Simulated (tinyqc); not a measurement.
Thermionic-field emission through a Schottky barrier, WKB: contact resistivity against barrier height.

Metal on an n-type semiconductor with one parabolic valley; V > 0 is forward bias (metal positive). Energies E are counted from the conduction edge of the neutral semiconductor, whose Fermi level lies at -xi; that of the metal lies at -xi - V. The barrier is a parabola of height Vd = phi - xi - V (depletion approximation, no image force).

Nc = 2 (2 pi me m0 kB T/h^2)^1.5 (times 1e-6 for cm^-3); Nd = Nc F12(-xi/Vt), F12(x) = (2/sqrt(pi)) int_0^infinity sqrt(u)/(1 + exp(u - x)) du; E00 = (hbar/2) sqrt(Nd/(me m0 eps0 eps_r)) in SI units (volts). For E < Vd, ln T(E) = -(Vd/E00) [sqrt(1 - y) - y ln((1 + sqrt(1 - y))/sqrt(y))], y = E/Vd; T(E) = 1 above. J = A* T (q/kB) int_0^infinity T(E) N(E) dE, N = ln[(1 + exp((-xi - E)/Vt))/(1 + exp((-xi - V - E)/Vt))], A* = 4 pi q me m0 kB^2/h^3 (times 1e-4 for A/(cm^2 K^2)). The integral is converged to the digits shown; the share over the barrier is that of E > Vd, and 0 means below 1e-6 %. The contact resistivity is rho_c = 1/(dJ/dV) at V = 0, where N becomes V f/Vt with f = 1/(1 + exp((E + xi)/Vt)).

Inputs (values chosen for the exercise); band and dielectric values close to those of gallium arsenide: temperature T = 300 K; electron mass me = 0.0669 m0; relative permittivity eps_r = 13.1; donor density Nd = 3.5e18 cm^-3.

Constants: q = 1.602176634e-19 C, kB = 1.380649e-23 J/K, eps0 = 8.8541878128e-12 F/m, hbar = 1.054571817e-34 J s, h = 6.62607015e-34 J s, m0 = 9.1093837015e-31 kg, Vt = kB T/q. Results are converted to the units shown.

Contact resistivity against barrier height:
```
phi (eV),rho_c (ohm cm^2),thermionic Vt exp(phi/Vt)/(A* T^2) (ohm cm^2)
0.15,1.450e-7,1.183e-5
0.29,2.217e-6,0.002660
0.42,3.436e-5,0.4062
0.56,7.417e-4,91.33
0.69,0.01379,1.395e4
0.83,0.3374,3.136e6
0.96,6.791,4.790e8
1.1,176.7,1.077e11
```

What does the comparison show?

rho_c rises from 1.45e-7 to 177 ohm cm^2; between the last two rows it grows by a factor e every 43.0 meV, against E00 coth(E00/Vt) = 41.6 meV and Vt = 25.9 meV for pure emission.

Range of the model: The depletion approximation, a parabolic band and the neglect of image-force lowering make these currents estimates at high doping.

Program tinyqc, `OMP_NUM_THREADS=1 python tinyqc.py 2640162 2640163 out.jsonl`; Intel Xeon 2.30GHz, shared host, one thread, about 0.02 s.
